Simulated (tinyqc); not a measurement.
Ballistic Schottky-barrier transistor with a two-dimensional channel, WKB contacts: one step of the calculation.

Source Fermi level 0, drain Fermi level -Vd. Far from the contacts Ec = pn - psi, and the gate moves psi one to one; the band edges relax as exp(-x/lam) from pn at the source and pn - Vd at the drain; Ev = Ec - Eg. A carrier of energy w inside the channel band meets at a contact a barrier of height D (the contact edge beyond the channel edge): T = 1 for w >= D, else exp(-S), S = 4 lam sqrt(m/C) [sqrt(D - w) - sqrt(w) arctan sqrt((D - w)/w)], C = hbar^2/(2 m0). The two contacts combine as Ts Td/(Ts + Td - Ts Td).

Task. Current of the electrons on a coarse grid. I/W = g (2 q^2/h) int T(w) [N(Es + w) - N(Ed + w)] dw with w the energy of motion along the channel, N(y) = (1/2 pi) sqrt(pi m kB T/C) Fm(-y/kB T), Fm(x) = (1/sqrt(pi)) int_0^infinity u^(-1/2)/(1 + exp(u - x)) du. Electrons: Ds = psi, Dd = psi - Vd, Es = Ec, Ed = Ec + Vd. Holes: Ds = -psi, Dd = Vd - psi, Es = -Ev, Ed = -Ev - Vd. The size of each current is taken; both flow from drain to source and add. Simpson's rule on nE equally spaced w from 0 to wm.

Parameters, values chosen for the exercise; channel values close to those of a tungsten diselenide layer: temperature T = 300 K; barrier for electrons at both contacts pn = 0.53 eV; electron mass mn = 0.36 m0; valleys or subbands g = 2; screening length at the contacts lam = 4.1 nm; drain bias Vd = 0.5 V; band shift psi of the channel by the gate ps = 0.3 V; upper end of the grid wm = 0.48 eV; points of the grid nE = 15.

Constants: q = 1.602176634e-19 C, kB = 1.380649e-23 J/K, hbar = 1.054571817e-34 J s, h = 6.62607015e-34 J s, m0 = 9.1093837015e-31 kg, Vt = kB T/q, hbar^2/(2 m0) = 0.0380998212 eV nm^2. Results are converted to the units shown.

Wanted: w; Ts; Td; T; size of the supply difference; current.

Result.

```
point  w (eV)         Ts     Td          T  size of the supply difference (1/um)
0      0.0000  1.019e-12  1.000  1.019e-12                               0.01907
1      0.0343   4.833e-7  1.000   4.833e-7                              0.005064
2      0.0686   4.124e-5  1.000   4.124e-5                              0.001344
3      0.1029   8.245e-4  1.000   8.245e-4                              3.569e-4
4      0.1371   0.007594  1.000   0.007594                              9.476e-5
5      0.1714    0.04163  1.000    0.04163                              2.516e-5
6      0.2057     0.1538  1.000     0.1538                              6.678e-6
7      0.2400     0.4075  1.000     0.4075                              1.773e-6
8      0.2743     0.7872  1.000     0.7872                              4.707e-7
9      0.3086      1.000  1.000      1.000                              1.249e-7
10     0.3429      1.000  1.000      1.000                              3.317e-8
11     0.3771      1.000  1.000      1.000                              8.806e-9
12     0.4114      1.000  1.000      1.000                              2.338e-9
13     0.4457      1.000  1.000      1.000                             6.206e-10
14     0.4800      1.000  1.000      1.000                             1.648e-10
```

current = 2.341e-5 uA/um

Range of the model: No scattering, image-force lowering, channel charge or band-to-band tunnelling; parabolic kappa overstates S deep in the gap.

Computed by the program tinyqc: `OMP_NUM_THREADS=1 python tinyqc.py 2390046 2390047 out.jsonl`, one thread of a shared Intel Xeon 2.30GHz, about 0.5 s for the whole run.
